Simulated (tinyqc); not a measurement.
# Input admittance of a MOSFET at zero drain bias: distributed channel and distributed gate: what changes with what

Source and drain grounded, strong inversion, w = 2 pi f, Cox = eps0 eox/tox. The channel is an RC line of resistance 1/(mu Cox Vo) per square fed from both ends, so one finger has the intrinsic admittance y = i w Cox L tanh(g)/g per width, g = (1/2) sqrt(i w tau), tau = L^2/(mu Vo). The vertical resistance rv/L is in series with y, the overlaps 2 i w Cov in parallel: y_t = 1/(1/y + rv/L) + 2 i w Cov. The gate strip is a line of Rsh/L per length loaded by y_t, so a finger has Y = y_t Wf tanh(k)/k, k = (Wf/sd) sqrt(y_t Rsh/L); the device has Nf Y.

Inputs (values chosen for the exercise); values of the order met in silicon radio-frequency transistors:

| symbol | value | unit | meaning |
|---|---|---|---|
| eox | 7.63 |  | relative permittivity of the gate insulator (close to silicon nitride) |
| tox | 8.4 | nm | insulator thickness |
| L | 0.16 | um | channel length |
| Wf | 14 | um | finger width |
| Nf | 4 |  | number of fingers |
| mu | 170 | cm^2/(V s) | channel mobility |
| Vo | 0.34 | V | gate overdrive |
| Rsh | 6 | ohm/square | sheet resistance of the gate |
| rv | 0 | ohm um^2 | vertical resistivity of the gate stack |
| sd | 1 |  | number of ends at which a finger is contacted |
| Cov | 0.18 | fF/um | overlap and fringe capacitance on each side |
| f | 26 | GHz | frequency |

Constants: eps0 = 8.8541878128e-14 F/cm where lengths are in cm. Results are converted to the units shown.

Each table varies one quantity; the others keep the values above.

## Input impedance against frequency

Low-frequency limits, with c = Cox L and ct = c + 2 Cov: R_strip = Rsh Wf/(3 sd^2 L Nf), R_ch = (c/ct)^2 L/(12 mu Cox Vo Wf Nf), R_vert = (c/ct)^2 rv/(L Wf Nf), C = ct Wf Nf. Z = 1/(Nf Y) = R + 1/(i w C), Q = |Im Z|/R, far-point signal |1/cosh k|.

The same in every row: low-frequency R (ohm) = 46.877.

Input impedance against frequency:

| f (GHz) | w tau | \|k\| | R (ohm) | C (fF) | Q | signal at the far point |
|---|---|---|---|---|---|---|
| 0.3 | 0.0083486 | 0.15105 | 46.877 | 92.220 | 122.72 | 0.99995 |
| 0.6 | 0.016697 | 0.21361 | 46.877 | 92.217 | 61.362 | 0.99980 |
| 2 | 0.055657 | 0.39000 | 46.869 | 92.173 | 18.420 | 0.99780 |
| 4 | 0.11131 | 0.55154 | 46.845 | 92.030 | 9.2293 | 0.99130 |
| 9 | 0.25046 | 0.82721 | 46.716 | 91.265 | 4.1478 | 0.95806 |
| 20 | 0.55657 | 1.2325 | 46.101 | 87.796 | 1.9661 | 0.83149 |
| 50 | 1.3914 | 1.9418 | 42.784 | 72.646 | 1.0241 | 0.50158 |
| 100 | 2.7829 | 2.7132 | 36.300 | 53.394 | 0.82116 | 0.25399 |
| 300 | 8.3486 | 4.2772 | 25.692 | 31.620 | 0.65304 | 0.055888 |

What does the comparison show?

R falls from 46.9 to 25.7 ohm and C falls from 92.2 to 31.6 fF. Q goes as f^(-1.00) between the first two rows and f^(-0.21) between the last two, where w tau = 8.35 and |k| = 4.28. The low-frequency limits hold both R and C within 5 % up to f = 20 GHz among the rows.

## Dividing a fixed width into fingers

Total width Wf Nf = 56 um; each finger also has a contact resistance Rc at each contacted end, which adds Rc/(sd Nf). The resistances are low-frequency limits, good while |k| is below about 1; the far-point signal is |1/cosh k| at f, without Rc.

The same in every row: R_ch + R_vert (ohm) = 3.1273.

Result of one run:

| Nf | Wf (um) | R_strip (ohm) | Rc/(sd Nf) for Rc = 30 ohm (ohm) | sum (ohm) | signal at the far point |
|---|---|---|---|---|---|
| 4 | 14.000 | 43.750 | 7.5000 | 54.377 | 0.75357 |

What becomes of these results when the number of fingers Nf is changed from 4 to 32, all else the same?

Result of the changed run:

| Nf | Wf (um) | R_strip (ohm) | Rc/(sd Nf) for Rc = 30 ohm (ohm) | sum (ohm) | signal at the far point |
|---|---|---|---|---|---|
| 32 | 1.7500 | 0.68359 | 0.93750 | 4.7484 | 0.99920 |

The whole series:

| Nf | Wf (um) | R_strip (ohm) | Rc/(sd Nf) for Rc = 30 ohm (ohm) | sum (ohm) | signal at the far point |
|---|---|---|---|---|---|
| 1 | 56.000 | 700.00 | 30.000 | 733.13 | 0.034326 |
| 2 | 28.000 | 175.00 | 15.000 | 193.13 | 0.26538 |
| 4 | 14.000 | 43.750 | 7.5000 | 54.377 | 0.75357 |
| 8 | 7.0000 | 10.938 | 3.7500 | 17.815 | 0.96945 |
| 16 | 3.5000 | 2.7344 | 1.8750 | 7.7367 | 0.99586 |
| 32 | 1.7500 | 0.68359 | 0.93750 | 4.7484 | 0.99920 |
| 64 | 0.87500 | 0.17090 | 0.46875 | 3.7670 | 0.99981 |
| 128 | 0.43750 | 0.042725 | 0.23438 | 3.4044 | 0.99995 |

R_strip falls as 1/Nf^2, from 700 to 0.0427 ohm, the contact term as 1/Nf, and R_ch + R_vert stays at 3.13 ohm since the total width is fixed. The sum is within a factor 1.5 of that floor from Nf = 64 on. More fingers add wiring capacitance, which is left out.

Numbers from tinyqc (`OMP_NUM_THREADS=1 python tinyqc.py 2262071 2262072 out.jsonl`; about 0.01 s on one thread of a shared Intel Xeon 2.30GHz).
